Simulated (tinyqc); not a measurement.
Defect, radiative and Auger recombination at equal electron and hole densities (ABC model), step by step. Values are carried at full precision from step to step, so a last printed digit may differ when a step is redone from the rounded ones.

J/(e d) = Ae n + B n^2 + C n^3 with Ae = A + 4 S/w (four side walls, carriers spread evenly), e = 1.602176634e-19 C, lengths in cm; internal efficiency IQE = B n^2/(Ae n + B n^2 + C n^3); all injected carriers recombine in the layer.

Values chosen for the exercise (orders of magnitude like those quoted for InGaAs; the results hold for these values, not for the real material):
```
symbol  value     unit        meaning
A       21000000  1/s         defect rate
B       7e-11     cm^3/s      radiative coefficient
C       1.9e-29   cm^6/s      Auger coefficient
S       0         cm/s        recombination velocity of the side walls
w       8.1       micrometre  side of the square mesa
d       44        nm          active thickness
J       1800      A/cm^2      current density
ex      0.12                  extraction efficiency
Eph     0.78      eV          photon energy
```

## The efficiency peak

IQE peaks at n_p = sqrt(Ae/C); with Q = B/sqrt(Ae C), IQE_max = Q/(Q + 2).

Ae = 2.100e+07 1/s
n_p = 1.051e+18 1/cm^3
Q = 3.504
IQE_max = 0.637
J at the peak = 85.7 A/cm^2

The side walls are taken as passivated.

## Carrier density at the given current

G = J/(e d). Newton steps from the smallest of G/Ae, sqrt(G/B) and (G/C)^(1/3); stop when the relative step is below 1e-9.

G = 2.553e+27 1/(cm^3 s)

Newton steps:
```
step  n (1/cm^3)   rate/G  relative step
1     5.1221e+18  1.76140          -0.17
2     4.2517e+18  1.10249         -0.037
3     4.0928e+18  1.00306        -0.0012
4     4.0878e+18  1.00000       -1.2e-06
5     4.0878e+18  1.00000       -1.2e-12
```

n = 4.088e+18 1/cm^3

The start is an upper bound and the function is convex, so the steps fall monotonically; 5 are needed.

## Shares, lifetimes and light

Shares of the three paths; lifetime n/G = 1/(Ae + B n + C n^2); differential lifetime 1/(Ae + 2 B n + 3 C n^2) and bandwidth 1/(2 pi tau_d); optical power density ex IQE J Eph/e.

shares: defect 0.0336, radiative 0.4581, Auger 0.5083

lifetime = 1.60 ns
differential lifetime = 0.647 ns
bandwidth = 246 MHz
optical power density = 77.2 W/cm^2

The Auger path is the largest; the device runs above its efficiency peak, where the defect and Auger shares are equal. At this density the bands are degenerate: B saturates and stimulated emission, left out, would clamp n in a laser cavity.

## Checks

- Density from Newton steps against bisection (1/cm^3): both 4.0878e+18.

tinyqc: `OMP_NUM_THREADS=1 python tinyqc.py 1652786 1652787 out.jsonl`; about 0.01 s, one thread, shared Intel(R) Xeon(R) Processor @ 2.30GHz.
